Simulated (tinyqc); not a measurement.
Shortcuts against the integral: sheet resistance and Hall data of a diffused or implanted layer. Computed by tinyqc, a small Python program. Command: `OMP_NUM_THREADS=1 python tinyqc.py 3023647 3023648 out.jsonl layer walk`. One thread of a shared host (Intel(R) Xeon(R) Processor @ 2.30GHz), about 0.01 s of CPU time with the checks.

Carriers are taken equal to the net active doping down to the junction (full ionisation, which deep dopants in wide-gap hosts do not reach; no spill-over, no depletion), and the Hall factor is 1.

Inputs (values chosen for the exercise, modelled on donors in GaAs):
```
quantity,value,unit
mu_min,506,cm^2/(V s)
mu_max,9150,cm^2/(V s)
N_ref,5.8e+16,1/cm^3
exponent alpha,0.39,-
peak concentration N_0,4.2e+19,1/cm^3
length scale l,89,nm
background doping N_B (opposite type),7.4e+15,1/cm^3
solubility limit N_s,8.3e+18,1/cm^3
```

Profile: Gaussian at the surface. Activation: limited by solubility.

Constants: e = 1.602176634e-19 C.

Method:
- N(x) = N_0 exp(-x^2/l^2), dose N_0 l sqrt(pi)/2, junction x_j = l sqrt(ln(N_0/N_B)).
- Mobility mu = mu_min + (mu_max - mu_min)/(1 + (N_t/N_ref)^alpha), N_t = active doping + N_B; carriers n = active doping - N_B, active doping min(N, N_s).
- Integrals from x_0 (0 unless stated) to x_j by the midpoint rule on 400 even intervals: 1/R_s = e int n mu dx; sheet density n_s = int n dx; Hall sheet density (int n mu dx)^2/int n mu^2 dx; Hall mobility int n mu^2 dx/int n mu dx.
- Mean conductivity 1/(R_s x_j); mean mobility 1/(e n_s R_s).
- Shortcuts: R_s = 1/(e Q mu) with the dose Q and the mobility at the (active) peak concentration; 1/(e n_s mu) with mu at N_t = n_s/x_j + N_B; 1/(e Q mu_max).

sheet resistance R_s = 31.6766 ohm

dose = 3.31272e+14 1/cm^2

sheet density n_s = 1.17622e+14 1/cm^2

junction depth x_j = 261.665 nm

Sheet resistances:
```
method,R_s (ohm),deviation (%)
integral,31.677,0.000
"dose, mobility at the peak",11.807,-62.727
"n_s, mobility at the mean concentration",28.772,-9.169
"dose, mu_max",2.059,-93.500
```

What does the comparison show, and why?

The closest shortcut is «n_s, mobility at the mean concentration» (-9.2 %). Counting inactive dopants as carriers underestimates R_s.

Extremes, crossings and ranges named in words are read from the listed rows.
